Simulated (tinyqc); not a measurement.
Gate voltage for a given inversion charge.

Problem. p-type body, charge-sheet picture, depletion and inversion only, full ionisation (an idealisation for deep acceptors), Boltzmann statistics (rough once Na exp(x - xn) passes about Nc/7). In units of Vt: xg = (Vg - Vfb)/Vt, x = psi/Vt, G = gamma/sqrt(Vt), xn = (2 phiF + Vc)/Vt. The implicit equation is (xg - x)^2 = G^2 [x - 1 + exp(x - xn)] for x above about 3. Cox = eps0 eox/tox. ni = sqrt(Nc Nv) exp(-Eg/(2 Vt)), Eg in volts; phiF = Vt ln(Na/ni); gamma = sqrt(2 q eps0 eps_r Na)/Cox. N_inv = (Cox Vt G/q) [sqrt(x - 1 + exp(x - xn)) - sqrt(x - 1)]. Find x - xn, psi and Vg.

Inputs (values chosen for the exercise); band and dielectric values close to those of 4H silicon carbide:
- T = 300 K (temperature)
- Eg = 3.21 eV (band gap)
- eps_r = 9.72 (relative permittivity)
- Nc = 1.69e19 cm^-3 (conduction-band density of states at T)
- Nv = 2.51e19 cm^-3 (valence-band density of states at T)
- eox = 3.9 (relative permittivity of the gate insulator (close to silicon dioxide))
- tox = 25 nm (insulator thickness)
- Na = 6.9e16 cm^-3 (acceptor density)
- Vfb = -0.53 V (flat-band voltage)
- Vc = 0.5 V (channel-body voltage)

Constants: q = 1.602176634e-19 C, kB = 1.380649e-23 J/K, Vt = kB T/q, eps0 = 8.8541878128e-14 F/cm where lengths are in cm. Results are converted to the units shown.

N_inv = 9.8e10 cm^-2

Answer. N_inv rises steadily with x, so it fixes x; the implicit equation then gives xg directly.

x - xn = 2.83
psi = 3.49 V
Vg = 4.93 V

Program tinyqc, `OMP_NUM_THREADS=1 python tinyqc.py 2122109 2122110 out.jsonl`; Intel Xeon 2.30GHz, shared host, one thread, about 0.01 s.
